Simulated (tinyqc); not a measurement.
Inside a calculation. Method: RKS/LDA (VWN5) in the sto-3g basis, for BeH2, spin multiplicity 1. One step of it, computed by the program tinyqc.

Question. Iteration 2: building the Kohn-Sham matrix. J_ij = sum D_kl (ij|kl); F = H + J + V_xc; E = tr D H + tr D J / 2 + E_xc + E_nn.

D after iteration 1, order 1Be 1s, 1Be 2s, 1Be 2px, 1Be 2py, 1Be 2pz, 2H 1s, 3H 1s:
$$\begin{pmatrix}
2.111554 & -0.413925 & 0.077804 & 0.004106 & -0.191588 & -0.021269 & -0.005464 \\
-0.413925 & 1.534051 & -0.340705 & 0.033368 & 0.830064 & 0.140230 & -0.116694 \\
0.077804 & -0.340705 & 0.097126 & -0.105286 & -0.225868 & -0.034362 & 0.162911 \\
0.004106 & 0.033368 & -0.105286 & 0.448496 & 0.207290 & 0.017354 & -0.628795 \\
-0.191588 & 0.830064 & -0.225868 & 0.207290 & 0.529476 & 0.082139 & -0.328059 \\
-0.021269 & 0.140230 & -0.034362 & 0.017354 & 0.082139 & 0.013406 & -0.030823 \\
-0.005464 & -0.116694 & 0.162911 & -0.628795 & -0.328059 & -0.030823 & 0.884940
\end{pmatrix}$$

core Hamiltonian H = T + V (hartree), order 1Be 1s, 1Be 2s, 1Be 2px, 1Be 2py, 1Be 2pz, 2H 1s, 3H 1s:
$$\begin{pmatrix}
-8.540256 & -2.106949 & 0.000000 & 0.000000 & -0.000482 & -0.343447 & -0.343447 \\
-2.106949 & -2.752791 & 0.000000 & 0.000000 & -0.004491 & -0.966167 & -0.966167 \\
0.000000 & 0.000000 & -2.224150 & 0.000000 & 0.000000 & 0.000000 & 0.000000 \\
0.000000 & 0.000000 & 0.000000 & -2.405992 & 0.000000 & -1.074645 & 1.074645 \\
-0.000482 & -0.004491 & 0.000000 & 0.000000 & -2.224212 & -0.020188 & -0.020188 \\
-0.343447 & -0.966167 & 0.000000 & -1.074645 & -0.020188 & -1.977195 & -0.049252 \\
-0.343447 & -0.966167 & 0.000000 & 1.074645 & -0.020188 & -0.049252 & -1.977195
\end{pmatrix}$$

Two-electron integrals (ij|kl) in chemists' order, unique and non-zero (hartree):
```
(11|11) 2.298831    (21|11) 0.392036    (21|21) 0.079539    (22|11) 0.570988
(22|21) 0.143041    (22|22) 0.417683    (31|31) 0.014607    (32|31) 0.021888
(32|32) 0.092265    (33|11) 0.569578    (33|21) 0.143083    (33|22) 0.417589
(33|33) 0.449859    (41|41) 0.014607    (42|41) 0.021888    (42|42) 0.092265
(43|43) 0.024249    (44|11) 0.569578    (44|21) 0.143083    (44|22) 0.417589
(44|33) 0.401360    (44|44) 0.449859    (51|51) 0.014607    (52|51) 0.021888
(52|52) 0.092265    (53|53) 0.024249    (54|54) 0.024249    (55|11) 0.569578
(55|21) 0.143083    (55|22) 0.417589    (55|33) 0.401360    (55|44) 0.401360
(55|55) 0.449859    (61|11) 0.062220    (61|21) 0.012617    (61|22) 0.022890
(61|33) 0.022734    (61|41) 0.001110    (61|42) 0.002101    (61|44) 0.023214
(61|51) 0.000020    (61|52) 0.000039    (61|54) 0.000009    (61|55) 0.022734
(61|61) 0.002097    (62|11) 0.166103    (62|21) 0.042302    (62|22) 0.136603
(62|33) 0.131245    (62|41) 0.005503    (62|42) 0.035174    (62|44) 0.147188
(62|51) 0.000102    (62|52) 0.000649    (62|54) 0.000294    (62|55) 0.131251
(62|61) 0.007424    (62|62) 0.069378    (63|31) 0.003678    (63|32) 0.017707
(63|43) 0.005923    (63|53) 0.000109    (63|63) 0.005963    (64|11) 0.184015
(64|21) 0.047397    (64|22) 0.160297    (64|33) 0.150832    (64|41) 0.008853
(64|42) 0.054425    (64|44) 0.179058    (64|51) 0.000095    (64|52) 0.000677
(64|54) 0.000411    (64|55) 0.150837    (64|61) 0.008648    (64|62) 0.092134
(64|64) 0.125661    (65|11) 0.003395    (65|21) 0.000874    (65|22) 0.002957
(65|33) 0.002783    (65|41) 0.000095    (65|42) 0.000677    (65|44) 0.003085
(65|51) 0.003680    (65|52) 0.017719    (65|54) 0.005929    (65|55) 0.003001
(65|61) 0.000160    (65|62) 0.001700    (65|64) 0.002208    (65|65) 0.006003
(66|11) 0.335371    (66|21) 0.086870    (66|22) 0.315422    (66|33) 0.292951
(66|41) 0.012573    (66|42) 0.105930    (66|44) 0.360054    (66|51) 0.000232
(66|52) 0.001954    (66|54) 0.001238    (66|55) 0.292973    (66|61) 0.015545
(66|62) 0.207856    (66|64) 0.291772    (66|65) 0.005383    (66|66) 0.774606
(71|11) 0.062220    (71|21) 0.012617    (71|22) 0.022890    (71|33) 0.022734
(71|41) -0.001110   (71|42) -0.002101   (71|44) 0.023214    (71|51) 0.000020
(71|52) 0.000039    (71|54) -0.000009   (71|55) 0.022734    (71|61) 0.001917
(71|62) 0.006268    (71|64) 0.006804    (71|65) 0.000136    (71|66) 0.012778
(71|71) 0.002097    (72|11) 0.166103    (72|21) 0.042302    (72|22) 0.136603
(72|33) 0.131245    (72|41) -0.005503   (72|42) -0.035174   (72|44) 0.147188
(72|51) 0.000102    (72|52) 0.000649    (72|54) -0.000294   (72|55) 0.131251
(72|61) 0.006268    (72|62) 0.034242    (72|64) 0.037169    (72|65) 0.000831
(72|66) 0.075147    (72|71) 0.007424    (72|72) 0.069378    (73|31) 0.003678
(73|32) 0.017707    (73|43) -0.005923   (73|53) 0.000109    (73|63) 0.002241
(73|73) 0.005963    (74|11) -0.184015   (74|21) -0.047397   (74|22) -0.160297
(74|33) -0.150832   (74|41) 0.008853    (74|42) 0.054425    (74|44) -0.179058
(74|51) -0.000095   (74|52) -0.000677   (74|54) 0.000411    (74|55) -0.150837
(74|61) -0.006804   (74|62) -0.037169   (74|64) -0.039391   (74|65) -0.000889
(74|66) -0.081422   (74|71) -0.008648   (74|72) -0.092134   (74|74) 0.125661
(75|11) 0.003395    (75|21) 0.000874    (75|22) 0.002957    (75|33) 0.002783
(75|41) -0.000095   (75|42) -0.000677   (75|44) 0.003085    (75|51) 0.003680
(75|52) 0.017719    (75|54) -0.005929   (75|55) 0.003001    (75|61) 0.000136
(75|62) 0.000831    (75|64) 0.000889    (75|65) 0.002260    (75|66) 0.001856
(75|71) 0.000160    (75|72) 0.001700    (75|74) -0.002208   (75|75) 0.006003
(76|11) 0.008297    (76|21) 0.002054    (76|22) 0.005828    (76|33) 0.005750
(76|44) 0.005978    (76|51) 0.000010    (76|52) 0.000052    (76|55) 0.005751
(76|61) 0.000330    (76|62) 0.001953    (76|64) 0.002322    (76|65) 0.000053
(76|66) 0.004614    (76|71) 0.000330    (76|72) 0.001953    (76|74) -0.002322
(76|75) 0.000053    (76|76) 0.000082    (77|11) 0.335371    (77|21) 0.086870
(77|22) 0.315422    (77|33) 0.292951    (77|41) -0.012573   (77|42) -0.105930
(77|44) 0.360054    (77|51) 0.000232    (77|52) 0.001954    (77|54) -0.001238
(77|55) 0.292973    (77|61) 0.012778    (77|62) 0.075147    (77|64) 0.081422
(77|65) 0.001856    (77|66) 0.168308    (77|71) 0.015545    (77|72) 0.207856
(77|74) -0.291772   (77|75) 0.005383    (77|76) 0.004614    (77|77) 0.774606
```

nuclear repulsion = 2.86086903 hartree

V_xc (hartree), order 1Be 1s, 1Be 2s, 1Be 2px, 1Be 2py, 1Be 2pz, 2H 1s, 3H 1s:
$$\begin{pmatrix}
-1.445038 & -0.216157 & 0.003343 & 0.001769 & -0.008333 & -0.034372 & -0.034812 \\
-0.216157 & -0.328746 & 0.022889 & 0.025655 & -0.057706 & -0.103455 & -0.141504 \\
0.003343 & 0.022889 & -0.305263 & 0.007667 & 0.003722 & 0.005796 & 0.002181 \\
0.001769 & 0.025655 & 0.007667 & -0.361535 & -0.015654 & -0.121193 & 0.182366 \\
-0.008333 & -0.057706 & 0.003722 & -0.015654 & -0.310881 & -0.015914 & -0.009345 \\
-0.034372 & -0.103455 & 0.005796 & -0.121193 & -0.015914 & -0.243944 & -0.005043 \\
-0.034812 & -0.141504 & 0.002181 & 0.182366 & -0.009345 & -0.005043 & -0.449814
\end{pmatrix}$$

E_xc = sum of w rho eps_xc = -3.40640934 hartree

Give: Coulomb J; Kohn-Sham matrix F; total energy of this density.

Answer.

Coulomb J (hartree), order 1Be 1s, 1Be 2s, 1Be 2px, 1Be 2py, 1Be 2pz, 2H 1s, 3H 1s:
$$\begin{pmatrix}
6.559 & 1.275 & -0.012 & -0.017 & 0.029 & 0.202 & 0.205 \\
1.275 & 2.671 & -0.055 & -0.134 & 0.139 & 0.807 & 0.966 \\
-0.012 & -0.055 & 2.622 & -0.007 & -0.011 & -0.012 & -0.009 \\
-0.017 & -0.134 & -0.007 & 2.737 & 0.013 & 0.921 & -1.173 \\
0.029 & 0.139 & -0.011 & 0.013 & 2.643 & 0.047 & 0.044 \\
0.202 & 0.807 & -0.012 & 0.921 & 0.047 & 1.787 & 0.038 \\
0.205 & 0.966 & -0.009 & -1.173 & 0.044 & 0.038 & 2.486
\end{pmatrix}$$

Kohn-Sham matrix F (hartree), order 1Be 1s, 1Be 2s, 1Be 2px, 1Be 2py, 1Be 2pz, 2H 1s, 3H 1s:
$$\begin{pmatrix}
-3.426 & -1.048 & -0.008 & -0.016 & 0.020 & -0.176 & -0.173 \\
-1.048 & -0.411 & -0.032 & -0.108 & 0.077 & -0.263 & -0.142 \\
-0.008 & -0.032 & 0.093 & 0.000 & -0.007 & -0.007 & -0.006 \\
-0.016 & -0.108 & 0.000 & -0.031 & -0.002 & -0.275 & 0.084 \\
0.020 & 0.077 & -0.007 & -0.002 & 0.108 & 0.011 & 0.014 \\
-0.176 & -0.263 & -0.007 & -0.275 & 0.011 & -0.434 & -0.016 \\
-0.173 & -0.142 & -0.006 & 0.084 & 0.014 & -0.016 & 0.059
\end{pmatrix}$$

total energy of this density = -14.85285 hartree
